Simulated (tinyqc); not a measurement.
Inside a calculation: armchair graphene nanoribbon in tight binding. Values are carried at full precision from step to step, so a last printed digit may differ when a step is redone from the rounded ones.

An armchair ribbon of N dimer lines, width (N - 1) sqrt3 acc/2, period 3 acc, one pz orbital a site. In line n, A_n binds to B_n with -t exp(ik/3), times (1 + d) in the two edge lines, and to B_(n-1) and B_(n+1) with -t exp(-ik/6); k runs from -pi to pi. For d = 0 the modes across the ribbon are sin(n p pi/(N + 1)), p = 1 to N, with E = -/+ t sqrt(1 + 4 c^2 + 4 c cos(k/2)), c = cos(p pi/(N + 1)).

Parameters, chosen for this exercise (near those used for graphene; the results hold for these values, not for the real material): t = 2.65 eV (hopping); N = 3 (dimer lines); k = 1.56 (k times the period 3 acc); d = 0.12 (relative strengthening of the edge bonds).

## Transverse modes without edge correction

For each p give c, |E| at k = 0, t |1 + 2c|, and |E| at the given k.

Modes:
```
p        c  |E| at k = 0 (eV)  |E| at k (eV)
1   0.7071             6.3977         5.9320
2   0.0000             2.6500         2.6500
3  -0.7071             1.0977         2.6357
```

N = 3 = 3 x 1 + 0. No mode has c = -1/2; the nearest, p = 3, leaves a gap of 2.1953 eV.

## The Hamiltonian at k

Fill in the matrix.

H(k) (eV), lower triangle (Hermitian):
```
                 A1               A2               A3  B1  B2  B3
A1                0
A2                0                0
A3                0                0                0
B1  -2.5757+1.4747i  -2.5609-0.6813i                0   0
B2  -2.5609-0.6813i  -2.2997+1.3167i  -2.5609-0.6813i   0   0
B3                0  -2.5609-0.6813i  -2.5757+1.4747i   0   0   0
```

## Levels at k

Diagonalise H.

levels (eV): -6.0810  -2.9680  -2.6349  2.6349  2.9680  6.0810

The levels come in pairs +E, -E because only A-B bonds occur.

## The gap with the edge correction

First order in d: for the mode p nearest to c = -1/2 the gap is 2t |1 + 2c + d w|, w = 4 sin^2(p pi/(N + 1))/(N + 1) being the weight on the two edge lines. Compare with twice the smallest |E| of H(0).

p = 3
w = 0.5000
gap to first order = 1.8773 eV
gap from H(0) = 1.8841 eV

First order misses the full value by -6.7 meV.

## Checks

- Positive levels of H(k) for d = 0 against the mode formula: they agree to 1e-10 or better.

Program tinyqc; command `OMP_NUM_THREADS=1 python tinyqc.py 1451681 1451682 out.jsonl`; about 0.03 s on one thread of a shared Intel(R) Xeon(R) Processor @ 2.30GHz.
